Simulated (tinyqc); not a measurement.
Hall effect and magnetoresistance of several carrier groups with constant relaxation times: one step, computed by the program tinyqc.

Group 1 has charge +e and group 2 charge +e; s_i is that sign. B lies along z; mu B is formed with mu in m^2/(V s).

Problem. Limits of weak and strong field. Weak field: R_H(0) = sum s_i n_i mu_i^2/(e (sum n_i mu_i)^2); MR = c B^2 with c = n1 n2 mu1 mu2 (s1 mu1 - s2 mu2)^2/(n1 mu1 + n2 mu2)^2. Strong field: R_H = 1/(e sum s_i n_i); rho_xx saturates at (n1/mu1 + n2/mu2)/(e (sum s_i n_i)^2).

Inputs (values chosen for the exercise, for a model conductor):
```
quantity        value        unit
density n1    1.6e+11      1/cm^2
mobility mu1     2900  cm^2/(V s)
density n2    7.3e+12      1/cm^2
mobility mu2      820  cm^2/(V s)
```

Carriers: light and heavy holes. Densities: per area (a thin layer).

Constants: e = 1.602176634e-19 C.

Give: R_H at weak field; coefficient c; R_H at strong field; saturation MR.

Solution.

R_H at weak field = 9.383e+05 cm^2/C

coefficient c = 0.002888 1/T^2

R_H at strong field = 8.367e+05 cm^2/C

saturation MR = 3.818 %

R_H keeps its sign, and its size changes by a factor 0.892 from weak to strong field.
